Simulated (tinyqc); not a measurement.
Inside a calculation. Method: coherent transport through a tight-binding region between two chains. Computed by tinyqc, a small Python program that keeps every step. Settings: temperature = 77, mu = 0.34. Command: `OMP_NUM_THREADS=1 python tinyqc.py 26082 26083 out.jsonl` (the two numbers bound the seeds that draw the settings). One thread of a shared host (Intel(R) Xeon(R) Processor @ 2.60GHz), about 0.1 s of CPU time with the checks.

## Transmission at E = 0.43 eV

H of the central region (eV), lower triangle:
```
           1          2          3          4
1   0.690000
2  -0.540000   0.320000
3   0.000000  -0.540000  -0.040000
4  -0.540000   0.000000  -0.540000  -0.480000
```

Leads: semi-infinite chains with site energy 0:
```
parameter                           value
lead hopping t (eV)              1.210000
coupling to the left lead (eV)   0.770000
coupling to the right lead (eV)  0.200000
left contact site                       1
right contact site                      4
```

E = 0.430000 eV

Surface Green function g = (E - i sqrt(4 t^2 - E^2)) / (2 t^2); self-energy tc^2 g on each contact site; G = (E - H - Sigma)^(-1); Gamma = -2 Im Sigma; T = Gamma_L Gamma_R |G_LR|^2; local density of states -Im G_ii / pi.

g = 0.146848-0.813295i 1/eV

G (1/eV), lower triangle:
```
                     1                    2                   3                   4
1   0.760993-1.739058i
2   0.708890-1.599778i   0.123319-1.516195i
3  -0.905397+2.064939i   1.117842+1.908632i  0.677688-2.453734i
4   0.079141-0.197484i  -1.096255-0.145022i  0.144170+0.227025i  0.970773-0.052574i
```

local density of states (1/eV): 0.553559  0.482620  0.781048  0.016735

transmission = 0.002840

## Transmission across the band

The same steps on a grid of energies.

T(E):
```
E (eV)              T
-2.29900000  0.000152
-2.06910000  0.000731
-1.83920000  0.002275
-1.60930000  0.007441
-1.37940000  0.036379
-1.14950000  0.641466
-0.91960000  0.087793
-0.68970000  0.027822
-0.45980000  0.015705
-0.22990000  0.012419
0.00000000   0.001601
0.22990000   0.000930
0.45980000   0.004425
0.68970000   0.012789
0.91960000   0.017200
1.14950000   0.024944
1.37940000   0.036825
1.60930000   0.027086
1.83920000   0.008573
2.06910000   0.002282
2.29900000   0.000403
```

levels of the isolated region (eV): -1.106953  -0.071664  0.324074  1.344543

## Current

I = (2e/h) int T(E) [f(E - mu - V/2) - f(E - mu + V/2)] dE at 77 K with mu = 0.34 eV, the bias not changing H; 2e^2/h = 77.48092 microsiemens; the integral runs over the band on 4001 points.

Current:
```
V (volt)  I (microampere)
0.010000         0.000089
0.050000         0.000621
0.100000         0.002313
0.200000         0.012515
0.400000         0.070763
0.800000         0.287286
```
